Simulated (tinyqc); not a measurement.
## Site energy and hopping from one surface Green function

Question. A semi-infinite chain with site energy e0 and hopping -t has g_s = 1/(E - e0 - t^2 g_s). Inside the band |g_s| = 1/t and Re g_s = (E - e0)/(2 t^2). Find t and e0.

g_s at E = 0.24 eV = 0.03741497-0.47471833i 1/eV

Solution. t = 1/|g_s|, and e0 = E - 2 t^2 Re g_s.

t = 2.100 eV
e0 = -0.09000 eV

Numbers from tinyqc (`OMP_NUM_THREADS=1 python tinyqc.py 2680133 2680134 out.jsonl`; about 0.08 s on one thread of a shared Intel Xeon 2.30GHz).
